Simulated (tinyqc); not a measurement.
Worked calculation: sp3 tight binding, zinc-blende lattice. One step of it, computed by the program tinyqc.

Question. Bloch Hamiltonian at L. Slater-Koster rules over the four bonds with direction cosines (l, m, n): ss V_ss; s-px l V_sp; px-s -l V_sp; px-px l^2 V_pps + (1 - l^2) V_ppp; px-py l m (V_pps - V_ppp); each times exp(i k.d).

Parameters chosen for this model: zinc-blende lattice, anion at 0, cation at a/4 (1,1,1); V = eta hbar^2 / (m d^2), hbar^2/m = 7.619964 eV angstrom^2:
```
parameter          value      unit
a               6.370000  angstrom
d               2.758291  angstrom
Es anion      -13.380000        eV
Ep anion       -6.190000        eV
Es cation     -13.380000        eV
Ep cation      -6.190000        eV
eta ss         -1.520000
eta sp          1.730000
eta pp sigma    3.160000
eta pp pi      -0.840000
V ss           -1.522357        eV
V sp            1.732682        eV
V pp sigma      3.164899        eV
V pp pi        -0.841302        eV
```

k point L (2 pi / a): 0.500000  0.500000  0.500000

Give: H(k) at L.

Answer.

H(k) at L (eV):
```
                  a s             a px             a py             a pz
a s          -13.3800           0.0000           0.0000           0.0000
a px           0.0000          -6.1900           0.0000           0.0000
a py           0.0000           0.0000          -6.1900           0.0000
a pz           0.0000           0.0000           0.0000          -6.1900
c s   -2.1529-2.1529i   1.4147+1.4147i   1.4147+1.4147i   1.4147+1.4147i
c px  -1.4147-1.4147i   0.6988+0.6988i  -1.8885-1.8885i  -1.8885-1.8885i
c py  -1.4147-1.4147i  -1.8885-1.8885i   0.6988+0.6988i  -1.8885-1.8885i
c pz  -1.4147-1.4147i  -1.8885-1.8885i  -1.8885-1.8885i   0.6988+0.6988i

                  c s             c px             c py             c pz
a s   -2.1529+2.1529i  -1.4147+1.4147i  -1.4147+1.4147i  -1.4147+1.4147i
a px   1.4147-1.4147i   0.6988-0.6988i  -1.8885+1.8885i  -1.8885+1.8885i
a py   1.4147-1.4147i  -1.8885+1.8885i   0.6988-0.6988i  -1.8885+1.8885i
a pz   1.4147-1.4147i  -1.8885+1.8885i  -1.8885+1.8885i   0.6988-0.6988i
c s          -13.3800           0.0000           0.0000           0.0000
c px           0.0000          -6.1900           0.0000           0.0000
c py           0.0000           0.0000          -6.1900           0.0000
c pz           0.0000           0.0000           0.0000          -6.1900
```
